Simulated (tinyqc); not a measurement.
# Thermionic-field emission through a Schottky barrier, WKB: contact resistivity against barrier height

Metal on an n-type semiconductor with one parabolic valley; V > 0 is forward bias (metal positive). Energies E are counted from the conduction edge of the neutral semiconductor, whose Fermi level lies at -xi; that of the metal lies at -xi - V. The barrier is a parabola of height Vd = phi - xi - V (depletion approximation, no image force).

Nc = 2 (2 pi me m0 kB T/h^2)^1.5 (times 1e-6 for cm^-3); Nd = Nc F12(-xi/Vt), F12(x) = (2/sqrt(pi)) int_0^infinity sqrt(u)/(1 + exp(u - x)) du; E00 = (hbar/2) sqrt(Nd/(me m0 eps0 eps_r)) in SI units (volts). For E < Vd, ln T(E) = -(Vd/E00) [sqrt(1 - y) - y ln((1 + sqrt(1 - y))/sqrt(y))], y = E/Vd; T(E) = 1 above. J = A* T (q/kB) int_0^infinity T(E) N(E) dE, N = ln[(1 + exp((-xi - E)/Vt))/(1 + exp((-xi - V - E)/Vt))], A* = 4 pi q me m0 kB^2/h^3 (times 1e-4 for A/(cm^2 K^2)). The integral is converged to the digits shown; the share over the barrier is that of E > Vd, and 0 means below 1e-6 %. The contact resistivity is rho_c = 1/(dJ/dV) at V = 0, where N becomes V f/Vt with f = 1/(1 + exp((E + xi)/Vt)).

Parameters, values chosen for the exercise; band and dielectric values close to those of indium phosphide:
- T = 300 K (temperature)
- me = 0.079 m0 (electron mass)
- eps_r = 12.7 (relative permittivity)
- Nd = 6.1e17 cm^-3 (donor density)

Constants: q = 1.602176634e-19 C, kB = 1.380649e-23 J/K, eps0 = 8.8541878128e-12 F/m, hbar = 1.054571817e-34 J s, h = 6.62607015e-34 J s, m0 = 9.1093837015e-31 kg, Vt = kB T/q. Results are converted to the units shown.

Contact resistivity against barrier height:

| phi (eV) | rho_c (ohm cm^2) | thermionic Vt exp(phi/Vt)/(A* T^2) (ohm cm^2) |
|---|---|---|
| 0.15 | 1.482e-6 | 1.002e-5 |
| 0.29 | 1.421e-4 | 0.002252 |
| 0.42 | 0.01127 | 0.3440 |
| 0.56 | 1.324 | 77.34 |
| 0.69 | 113.9 | 1.181e4 |
| 0.83 | 1.409e4 | 2.656e6 |
| 0.96 | 1.253e6 | 4.056e8 |
| 1.1 | 1.589e8 | 9.120e10 |

rho_c rises from 1.48e-6 to 1.59e8 ohm cm^2; between the last two rows it grows by a factor e every 28.9 meV, against E00 coth(E00/Vt) = 28.5 meV and Vt = 25.9 meV for pure emission.

Range of the model: The depletion approximation, a parabolic band and the neglect of image-force lowering make these currents estimates at high doping.

Computed by the program tinyqc: `OMP_NUM_THREADS=1 python tinyqc.py 2640148 2640149 out.jsonl`, one thread of a shared Intel Xeon 2.30GHz, about 0.06 s for the whole run.
